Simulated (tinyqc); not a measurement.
Thermal displacements in the Debye model: Debye-Waller factors, bond-length spread and the Lindemann rule: one step, computed by the program tinyqc. Command: `OMP_NUM_THREADS=1 python tinyqc.py 3004347 3004348 out.jsonl debyewaller walk`. One thread of a shared host (Intel(R) Xeon(R) Processor @ 2.30GHz), about 0.01 s of CPU time with the checks.

A Debye spectrum with three branches of one velocity, cut at k_B Theta; 4 atoms per cube, nearest neighbours at d = 0.707107 a.

Problem. Lindemann melting temperature. <u_x^2> = (3 hbar^2/(2 M k_B Theta)) int_0^1 s coth(s Theta/(2T)) ds (64 Gauss-Legendre points); it tends to 3 hbar^2/(4 M k_B Theta) at T = 0 and to 3 hbar^2 T/(M k_B Theta^2) at high T. Melting is placed where sqrt(3 <u_x^2>) = x_L d; the classical form gives T_m = M k_B Theta^2 (x_L d)^2/(9 hbar^2).

Inputs (values chosen for the exercise, modelled on copper):

| quantity | value | unit |
|---|---|---|
| atomic mass M | 63.55 | u |
| Debye temperature Theta | 311 | K |
| lattice constant a | 3.615 | angstrom |
| temperature T | 750 | K |
| Lindemann ratio x_L | 0.11 | - |

Structure: fcc.

<u_x^2> = 0.01784153 angstrom^2

Constants: hbar^2/u = 4.18015928e-03 eV angstrom^2; k_B = 8.617333262e-05 eV/K.

Give: Lindemann T_m; classical T_m; ratio sqrt(3 <u_x^2>)/d at T.

Solution.

Lindemann T_m = 1111 K

classical T_m = 1113 K

ratio sqrt(3 <u_x^2>)/d at T = 0.09051

The rule is empirical: x_L is fitted within a family of like crystals, and T_m goes as its square. Caution: the displacement is near or above the Lindemann value, where anharmonic terms matter.
